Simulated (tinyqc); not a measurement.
Resistive crossbar, vector-matrix product with wire resistance: one step of the calculation.

2 rows and 2 columns. Cell (i, j) joins row node wij to column node bij. Each row is driven at its left end through one wire segment rw; neighbouring nodes along a row or a column are joined by rw; each column ends below the last row in one more rw and a virtual ground, where its current is read. Ideal output: I_j = sum_i V_i G_ij.

Task. The nodal equations. Kirchhoff current law at every node, A x = b: A holds the sum of the conductances at a node on the diagonal and minus the conductance between two nodes off it (wire conductance 1/rw); b = V_i/rw at the first node of row i.

Values chosen for this exercise:

| symbol | value | unit | meaning |
|---|---|---|---|
| rw | 50 | ohm | wire resistance between neighbouring cells |
| V | [0.19, 0.31] | V | input voltages of the rows |

cell conductances G (uS):
```
       column 1  column 2
row 1        56        68
row 2        82        15
```

Give: A; b.

Result.

A (uS):
```
          w11       w12       w21       w22       b11       b12       b21       b22
w11   4.006e4  -2.000e4         0         0    -56.00         0         0         0
w12  -2.000e4   2.007e4         0         0         0    -68.00         0         0
w21         0         0   4.008e4  -2.000e4         0         0    -82.00         0
w22         0         0  -2.000e4   2.002e4         0         0         0    -15.00
b11    -56.00         0         0         0   2.006e4         0  -2.000e4         0
b12         0    -68.00         0         0         0   2.007e4         0  -2.000e4
b21         0         0    -82.00         0  -2.000e4         0   4.008e4         0
b22         0         0         0    -15.00         0  -2.000e4         0   4.002e4
```

b (uA): w11 3800, w12 0, w21 6200, w22 0, b11 0, b12 0, b21 0, b22 0

Program tinyqc, `OMP_NUM_THREADS=1 python tinyqc.py 2880109 2880110 out.jsonl`; Intel Xeon 2.30GHz, shared host, one thread, about 0.01 s.
